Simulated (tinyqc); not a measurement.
# Read current of a NAND string, cells in series solved by shooting: two studies

Cells in series, numbered from 0 at the source line (0 V) to the bit line, each followed by a gap resistance Rg. A cell with gate Vg, threshold VT, source Vs and drain Vd passes I = 2 nf K Vt^2 [F(Vs) - F(Vd)]/(1 + th max(Vg - VT, 0)), F(V) = ln^2(1 + exp((Vg - VT - nf V)/(2 nf Vt))). The selected cell has Vg = Vr, the others Vg = Vp.

Values chosen for this exercise; values of the order met in vertical NAND strings: temperature T = 300 K; gain factor of a cell K = 5.4 uA/V^2; slope factor nf = 1.9; mobility reduction factor th = 0.16 1/V; resistance of the gap between cells Rg = 5.4 kohm; bit-line voltage Vbl = 0.5 V; pass voltage Vp = 8 V; threshold of an erased cell Ve = -0.5 V; threshold of the highest state Vh = 4.4 V; threshold of the selected cell Vx = 2.5 V; sensing current Is = 10 nA; read voltage on the selected word line Vr = 3.49 V.

Constants: q = 1.602176634e-19 C, kB = 1.380649e-23 J/K, Vt = kB T/q. Results are converted to the units shown.

Each table varies one quantity; the others keep the values above.

## Read current against the number of cells

For a trial current I start at 0 V and, cell by cell, solve for the drain: sqrt(F(Vd)) = sqrt(F(Vs) - I/k), k = 2 nf K Vt^2/(1 + th max(Vg - VT, 0)), Vd = [Vg - VT - 2 nf Vt ln(exp(sqrt F) - 1)]/nf, then add I Rg. The string current is the I for which the last node reaches Vbl. The apparent threshold is the Vr at which I = Is. Background: all other cells erased (VT = Ve) or all in the highest state (VT = Vh); ratio and shift are high over erased and high minus erased. The selected cell is in the middle, cell n/2.

Result of one run:
```
n	I, others erased (uA)	I, others high (uA)	ratio	apparent VT, erased (V)	apparent VT, high (V)	background shift (mV)
128	0.06235	0.03860	0.6190	2.600	2.638	37.72
```

What becomes of these results when the number of cells n is changed from 128 to 64, all else the same?

Result of the changed run:
```
n	I, others erased (uA)	I, others high (uA)	ratio	apparent VT, erased (V)	apparent VT, high (V)	background shift (mV)
64	0.1193	0.07540	0.6318	2.565	2.583	18.55
```

The whole series:
```
n	I, others erased (uA)	I, others high (uA)	ratio	apparent VT, erased (V)	apparent VT, high (V)	background shift (mV)
8	0.5811	0.4452	0.7662	2.534	2.536	2.285
16	0.3764	0.2632	0.6993	2.538	2.543	4.579
32	0.2194	0.1440	0.6561	2.547	2.556	9.196
64	0.1193	0.07540	0.6318	2.565	2.583	18.55
96	0.08191	0.05106	0.6233	2.582	2.610	28.05
128	0.06235	0.03860	0.6190	2.600	2.638	37.72
192	0.04220	0.02593	0.6146	2.635	2.693	57.55
```

With erased neighbours the current falls from 0.581 to 0.0422 uA, as n^(-0.63) between the first two rows and n^(-0.96) between the last two (-1 once the series resistance rules). The ratio falls from 0.766 to 0.615 and the background shift rises from 2.28 to 57.6 mV.

## Effect of the pass voltage

Same model as above.

The string has 128 cells and the selected one is cell 64.

Results:
```
Vp (V)	I, others erased (uA)	I, others high (uA)	ratio	apparent VT, erased (V)	apparent VT, high (V)	background shift (mV)
5.5	0.05295	0.01094	0.2066	2.611	2.854	242.6
6.5	0.05719	0.02447	0.4279	2.606	2.687	81.13
7	0.05905	0.02983	0.5051	2.604	2.664	60.16
7.5	0.06077	0.03449	0.5676	2.602	2.648	46.84
8	0.06235	0.03860	0.6190	2.600	2.638	37.72
8.5	0.06382	0.04223	0.6618	2.598	2.630	31.14
```

Estimate the missing row, Vp = 6 V.

Computed row:
```
Vp (V)	I, others erased (uA)	I, others high (uA)	ratio	apparent VT, erased (V)	apparent VT, high (V)	background shift (mV)
6	0.05517	0.01827	0.3311	2.608	2.727	118.5
```

With this row back in the table: As Vp goes from 5.5 to 8.5 V, the current with erased neighbours rises from 0.0530 to 0.0638 uA, that with high neighbours rises from 0.0109 to 0.0422 uA and the ratio rises from 0.207 to 0.662. The background shift falls from 243 to 31.1 mV. A higher pass voltage also disturbs erased cells more, which this model leaves out.

Computed by the program tinyqc: `OMP_NUM_THREADS=1 python tinyqc.py 2142203 2142204 out.jsonl`, one thread of a shared Intel Xeon 2.30GHz, about 1 s for the whole run.
